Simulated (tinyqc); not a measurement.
Worked calculation: pair-potential crystal by lattice sums. Computed by tinyqc, a small Python program that keeps every step. Command: `OMP_NUM_THREADS=1 python tinyqc.py 3022146 3022147 out.jsonl pairsum walk`. One thread of a shared host (Intel(R) Xeon(R) Processor @ 2.30GHz), about 0.02 s of CPU time with the checks. Intermediate numbers are printed to about 5 digits and carried at full precision; extremes and crossings named in words are read from the listed rows.

Energy per atom E = (1/2) sum over neighbours of phi(r); d is the nearest-neighbour distance.

Inputs (values chosen for the exercise, for model atoms):
```
quantity,value,unit
well depth eps,0.561,eV
pair minimum r0,3.78,angstrom
cut-off r_c/r0,1.78,-
trial neighbour distance d/r0,0.936,-
repulsive exponent n,14,-
attractive exponent m,5,-
```

Potential: Mie n-m. Structure: fcc.

Constants: 1 eV/angstrom^3 = 160.2176634 GPa.

## Shell sums at the trial distance

phi0(r) = eps [m (r0/r)^n - n (r0/r)^m]/(n - m); shifted-force cut-off: phi(r) = phi0(r) - phi0(r_c) - (r - r_c) phi0'(r_c) for r < r_c, zero beyond. Shells (distance in units of d, count): fcc 1.0000 (12), 1.4142 (6), 1.7321 (24), 2.0000 (12), 2.2361 (24), 2.4495 (8), 2.6458 (48), 2.8284 (6), 3.0000 (36), 3.1623 (24); hcp 1.0000 (12), 1.4142 (6), 1.6330 (2), 1.7321 (18), 1.9149 (12), 2.0000 (6), 2.2361 (12), 2.3805 (12), 2.4495 (6), 2.5166 (6), 2.5820 (12), 2.6458 (24), 2.7080 (6), 2.8868 (12), 3.0000 (12), 3.1091 (24), 3.1623 (12); bcc 1.0000 (8), 1.1547 (6), 1.6330 (12), 1.9149 (24), 2.0000 (8), 2.3094 (6), 2.5166 (24), 2.5820 (24), 2.8284 (24), 3.0000 (32); sc 1.0000 (6), 1.4142 (12), 1.7321 (8), 2.0000 (6), 2.2361 (24), 2.4495 (24), 2.8284 (12), 3.0000 (30), 3.1623 (24); diamond 1.0000 (4), 1.6330 (12), 1.9149 (12), 2.3094 (6), 2.5166 (12), 2.8284 (24), 3.0000 (16). Volumes per atom in d^3: fcc 0.70711, hcp 0.70711, bcc 0.76980, sc 1.00000, diamond 1.53960; hcp has the ideal c/a. Every shell inside the cut-off is summed. List each shell within the cut-off.

Shells:
```
shell,count,r (angstrom),phi (eV),phi' (eV/angstrom),phi'' (eV/angstrom^2)
1,12,3.5381,-0.26409,-1.4325,10.287
2,6,5.0036,-0.09760,0.1613,-0.206
3,24,6.1281,-0.00716,0.0267,-0.060
```

## Energy and virial pressure

E = (1/2) sum count x phi; P = -(1/(6 Omega)) sum count x r phi', Omega = 0.707107 d^3.

energy at the trial distance = -1.9633 eV/atom

pressure at the trial distance = 44.387 GPa

The pressure is positive, so the lattice wants to expand.

## Equilibrium

Equilibrium: dE/dd = 0 at the lowest minimum with d between 0.78 r0 and 1.45 r0; B = d^2 E''(d)/(9 Omega). Unrelaxed vacancy: removing an atom breaks its bonds (2|E|) and placing it on the surface returns |E|, so E_v = |E|.

equilibrium distance d = 3.7573 angstrom

energy per atom = -2.6054 eV

bulk modulus B = 110.27 GPa

unrelaxed vacancy energy = 2.6054 eV

d is 0.6 % shorter than r0, because further shells pull and the first shell must push back.

## Elastic constants

At zero stress C_ijkl = (1/(2 Omega)) sum (phi'' - phi'/r) R_i R_j R_k R_l / r^2 over all neighbours, on cube axes; so C44 = C12 (Cauchy relation). C' = (C11 - C12)/2.

C11 = 155.19 GPa

C12 = C44 = 87.804 GPa

C' = 33.694 GPa

C' and C44 are positive: the structure is stable against homogeneous shear.

## Ranking of structures

The formulas are those given above.

Each structure at its own equilibrium:
```
structure,neighbours,d (angstrom),E (eV/atom),volume (angstrom^3),B (GPa)
fcc,12,3.7573,-2.6054,37.508,110.27
hcp,12,3.7572,-2.6099,37.504,111.69
bcc,8,3.6871,-2.4689,38.585,106.77
sc,6,3.6862,-1.5804,50.089,55.26
diamond,4,3.7479,-0.8506,81.055,17.39
```

The order is hcp < fcc < bcc < sc < diamond; hcp lies 4.4 meV below fcc. fcc (-2.605442 eV) and hcp (-2.609889 eV) share two shells and differ from the third on. Pair forces reward the number of bonds: diamond reaches only 33 % of the best binding. Caution: each structure is relaxed in d alone and may be unstable against shear; the tiny fcc-hcp difference depends on the cut-off.

Checks made by the program: virial pressure against -dE/dV (relative difference 9e-09); (C11 + 2 C12)/3 against the curvature of E(d) (relative difference 2e-09).
